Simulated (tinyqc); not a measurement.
Inside a calculation. Method: Ewald sum of point charges, fluorite lattice. Computed by tinyqc, a small Python program that keeps every step. Command: `OMP_NUM_THREADS=1 python tinyqc.py 29428 29429 out.jsonl` (the two numbers bound the seeds that draw the settings). One thread of a shared host (Intel(R) Xeon(R) Processor @ 2.60GHz), about 0.05 s of CPU time with the checks.

## Ewald sum with eta = 0.384 1/bohr

cell vectors (rows) (bohr):
```
          1         2         3
1  0.000000  4.095000  4.095000
2  4.095000  0.000000  4.095000
3  4.095000  4.095000  0.000000
```

Charges:
```
q                f1        f2        f3
4.000000   0.000000  0.000000  0.000000
-2.000000  0.250000  0.250000  0.250000
-2.000000  0.750000  0.750000  0.750000
```

Real space: 1/2 sum q_i q_j erfc(eta r)/r over all images with r > 0; reciprocal space: (2 pi/V) sum_(G != 0) exp(-G^2/4 eta^2)/G^2 |S(G)|^2 with S(G) = sum q exp(i G.r); self term -eta/sqrt(pi) sum q^2; background -pi Q^2/(2 V eta^2), Q the total charge.

Real-space shells (first ones):
```
r (bohr)   pairs  sum (hartree)
3.546374      16      -0.976655
4.095000      12       0.153321
5.791205      36       0.041304
6.790789      48      -0.006396
7.092748      16       0.000529
8.190000      18       0.000076
8.924846      48      -0.000027
9.156698      48       0.000007
10.030660     72       1.47e-06
10.639122     64      -1.82e-07
11.582409     36       3.95e-09
12.113173     96      -1.51e-09
```

Reciprocal shells (first ones that count):
```
G^2 (1/bohr^2)  vectors  sum (hartree)
1.765685              8       0.166184
2.354246              6       0.137850
6.474178             24       0.000046
7.062739              8       0.000021
11.182671            24       9.17e-09
11.771232            24       1.28e-08
```

## The total does not depend on eta

The same sums for other eta.

Totals (hartree per cell):
```
eta            real  reciprocal        self  background        total
0.384000  -0.787840    0.304102   -5.199571    0.000000  -5.68330902
0.581000  -0.059876    2.243626   -7.867060    0.000000  -5.68330902
0.838000  -0.000469    5.664140  -11.346981    0.000000  -5.68330902
```

shortest distance = 3.546374 bohr

Madelung constant -E d / (formula units |q+ q-|) = 2.519392
